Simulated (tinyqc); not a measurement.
## Thermal resistances of a two-die stack

Inverse problem. Heat leaves through the lower die only, and the system is linear. Find the resistance R1 from the lower die to the coolant, R2 between the dies, and the rise of the upper die when both are powered.

Inputs (values chosen for the exercise):
```
symbol,value,unit,meaning
P1,57,W,power of the lower die
P2,4.5,W,power of the upper die
```

rises of the lower and upper die with only the lower one powered (K): 50.16  50.16
rises of the lower and upper die with only the upper one powered (K): 3.96  4.77

Solution. With only the lower die powered no heat crosses R2, so both dies rise by P1 R1; the difference in the second test is P2 R2; rises add.

R1 = 0.880 K/W
R2 = 0.180 K/W
rise of the upper die = 54.9 K

tinyqc, about 0.03 s, one thread, Intel Xeon 2.30GHz (shared host): `OMP_NUM_THREADS=1 python tinyqc.py 2162195 2162196 out.jsonl`
